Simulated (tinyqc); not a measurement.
RHF in the sto-3g basis, for BeH+, spin multiplicity 1, step by step. One step of it, computed by the program tinyqc.

Task: Iteration 1: building the Fock matrix. J_ij = sum D_kl (ij|kl), K_ij = sum D_kl (ik|jl); F = H + J - 0.5 K; E = tr D H + tr D J / 2 - 0.25 tr D K + E_nn.

D at the start:
```
            1Be 1s     1Be 2s   1Be 2px   1Be 2py    1Be 2pz      2H 1s
1Be 1s    2.080078  -0.269105  0.000000  0.000000  -0.195699  -0.059599
1Be 2s   -0.269105   0.847372  0.000000  0.000000   0.730319   0.273515
1Be 2px   0.000000   0.000000  0.000000  0.000000   0.000000   0.000000
1Be 2py   0.000000   0.000000  0.000000  0.000000   0.000000   0.000000
1Be 2pz  -0.195699   0.730319  0.000000  0.000000   0.630094   0.236228
2H 1s    -0.059599   0.273515  0.000000  0.000000   0.236228   0.088658
```

core Hamiltonian H = T + V (hartree):
```
            1Be 1s     1Be 2s    1Be 2px    1Be 2py    1Be 2pz      2H 1s
1Be 1s   -8.263505  -2.035127   0.000000   0.000000  -0.018134  -0.560753
1Be 2s   -2.035127  -2.472398   0.000000   0.000000  -0.149030  -1.192546
1Be 2px   0.000000   0.000000  -1.965447   0.000000   0.000000   0.000000
1Be 2py   0.000000   0.000000   0.000000  -1.965447   0.000000   0.000000
1Be 2pz  -0.018134  -0.149030   0.000000   0.000000  -2.082627  -1.231768
2H 1s    -0.560753  -1.192546   0.000000   0.000000  -1.231768  -2.039312
```

Two-electron integrals (ij|kl) in chemists' order, unique and non-zero (hartree):
```
(11|11) 2.298831   (21|11) 0.392036   (21|21) 0.079539   (22|11) 0.570988
(22|21) 0.143041   (22|22) 0.417683   (31|31) 0.014607   (32|31) 0.021888
(32|32) 0.092265   (33|11) 0.569578   (33|21) 0.143083   (33|22) 0.417589
(33|33) 0.449859   (41|41) 0.014607   (42|41) 0.021888   (42|42) 0.092265
(43|43) 0.024249   (44|11) 0.569578   (44|21) 0.143083   (44|22) 0.417589
(44|33) 0.401360   (44|44) 0.449859   (51|51) 0.014607   (52|51) 0.021888
(52|52) 0.092265   (53|53) 0.024249   (54|54) 0.024249   (55|11) 0.569578
(55|21) 0.143083   (55|22) 0.417589   (55|33) 0.401360   (55|44) 0.401360
(55|55) 0.449859   (61|11) 0.105118   (61|21) 0.021305   (61|22) 0.038577
(61|33) 0.038295   (61|44) 0.038295   (61|51) 0.001917   (61|52) 0.003574
(61|55) 0.039164   (61|61) 0.005994   (62|11) 0.228068   (62|21) 0.057826
(62|22) 0.180688   (62|33) 0.174167   (62|44) 0.174167   (62|51) 0.007610
(62|52) 0.044370   (62|55) 0.193569   (62|61) 0.017108   (62|62) 0.111252
(63|31) 0.005641   (63|32) 0.025529   (63|53) 0.007938   (63|63) 0.011026
(64|41) 0.005641   (64|42) 0.025529   (64|54) 0.007938   (64|64) 0.011026
(65|11) 0.235421   (65|21) 0.060476   (65|22) 0.198336   (65|33) 0.186614
(65|44) 0.186614   (65|51) 0.012494   (65|52) 0.069507   (65|55) 0.221575
(65|61) 0.018815   (65|62) 0.139629   (65|65) 0.182258   (66|11) 0.392594
(66|21) 0.101409   (66|22) 0.352598   (66|33) 0.327004   (66|44) 0.327004
(66|51) 0.016614   (66|52) 0.121390   (66|55) 0.403499   (66|61) 0.030996
(66|62) 0.269239   (66|65) 0.360492   (66|66) 0.774606
```

nuclear repulsion = 1.58554970 hartree

Give: Coulomb J; exchange K; Fock matrix F; total energy of this density.

Result:

Coulomb J (hartree):
```
         1Be 1s  1Be 2s  1Be 2px  1Be 2py  1Be 2pz  2H 1s
1Be 1s    5.672   1.051    0.000    0.000    0.038  0.289
1Be 2s    1.051   1.947    0.000    0.000    0.194  0.929
1Be 2px   0.000   0.000    1.922    0.000    0.000  0.000
1Be 2py   0.000   0.000    0.000    1.922    0.000  0.000
1Be 2pz   0.038   0.194    0.000    0.000    1.987  1.054
2H 1s     0.289   0.929    0.000    0.000    1.054  1.868
```

exchange K (hartree):
```
         1Be 1s  1Be 2s  1Be 2px  1Be 2py  1Be 2pz  2H 1s
1Be 1s    4.648   0.791    0.000    0.000    0.023  0.231
1Be 2s    0.791   0.623    0.000    0.000    0.477  0.585
1Be 2px   0.000   0.000    0.130    0.000    0.000  0.000
1Be 2py   0.000   0.000    0.000    0.130    0.000  0.000
1Be 2pz   0.023   0.477    0.000    0.000    0.538  0.600
2H 1s     0.231   0.585    0.000    0.000    0.600  0.792
```

Fock matrix F (hartree):
```
         1Be 1s  1Be 2s  1Be 2px  1Be 2py  1Be 2pz   2H 1s
1Be 1s   -4.916  -1.380    0.000    0.000    0.008  -0.387
1Be 2s   -1.380  -0.837    0.000    0.000   -0.194  -0.556
1Be 2px   0.000   0.000   -0.108    0.000    0.000   0.000
1Be 2py   0.000   0.000    0.000   -0.108    0.000   0.000
1Be 2pz   0.008  -0.194    0.000    0.000   -0.365  -0.478
2H 1s    -0.387  -0.556    0.000    0.000   -0.478  -0.567
```

total energy of this density = -14.56518 hartree
